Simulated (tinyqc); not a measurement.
## Short-channel transistor, virtual-source model with series resistance: transfer curves at low and high drain voltage

The current per gate width is the charge at the top of the source barrier (the virtual source) times its velocity times a saturation function; al and be are fitting constants of the model. Units: I in uA/um, Rs in ohm um, so I Rs = 1e-6 I Rs in volts; Q in uC/cm^2, so I = 1e-4 Q vx0 Fsat with vx0 in cm/s.

Intrinsic voltages Vg' = Vgs - I Rs, Vd' = Vds - 2 I Rs. n = n0 + nd Vd', VT = VT0 - dl Vd', Ff = 1/(1 + exp((Vg' - VT + al Vt/2)/(al Vt))), Q = Cinv n Vt ln(1 + exp((Vg' - VT + al Vt Ff)/(n Vt))), Vdsat = (vx0 L/mu)(1 - Ff) + Vt Ff, Fsat = u/(1 + u^be)^(1/be) with u = Vd'/Vdsat, and I = Q vx0 Fsat per width. I is solved self-consistently. Columns for Vds = 0.05 V and 0.7 V; gm = dI/dVgs at 0.7 V.

Parameters, values chosen for the exercise: temperature T = 350 K; inversion capacitance Cinv = 1.3 uF/cm^2; velocity at the virtual source vx0 = 1.71e7 cm/s; apparent mobility mu = 510 cm^2/(V s); channel length L = 90 nm; threshold at zero drain voltage VT0 = 0.41 V; drain-induced barrier lowering dl = 0.046 V/V; subthreshold factor n0 = 1.49; growth of n with drain voltage nd = 0.1 1/V; threshold shift (in units of Vt) from weak to strong inversion al = 3.5; sharpness of saturation be = 1.4; series resistance of each contact Rs = 90 ohm um.

Constants: q = 1.602176634e-19 C, kB = 1.380649e-23 J/K, Vt = kB T/q. Results are converted to the units shown.

Results:
```
Vgs (V)	I, low Vds (uA/um)	I, high Vds (uA/um)	gm (uS/um)
0	0.077548	0.28637	5.8050
0.17	1.8579	7.2019	122.22
0.26	6.6383	28.429	380.15
0.35	16.594	79.399	757.80
0.44	30.799	163.04	1080.2
0.52	45.051	257.06	1253.0
0.61	61.302	374.71	1348.3
0.7	76.864	498.01	1384.8
```

Estimate the missing row, Vgs = 0.09 V.

Computed row:
```
Vgs (V)	I, low Vds (uA/um)	I, high Vds (uA/um)	gm (uS/um)
0.09	0.45856	1.6920	32.234
```

With this row back in the table: At Vds = 0.7 V the current spans 3.2 decades, from 0.286 to 498 uA/um. Between the first two rows the swing is 117 mV a decade, against n Vt ln 10 = 108. At Vgs = 0 the higher drain voltage raises the current by a factor of 3.69, at Vgs = 0.7 V by 6.48. The transconductance rises from 5.80 to 1380 uS/um; Cinv vx0, its value in strong inversion and saturation without series resistance, is 2220 uS/um.

Program tinyqc, `OMP_NUM_THREADS=1 python tinyqc.py 2380109 2380110 out.jsonl`; Intel Xeon 2.30GHz, shared host, one thread, about 0.02 s.
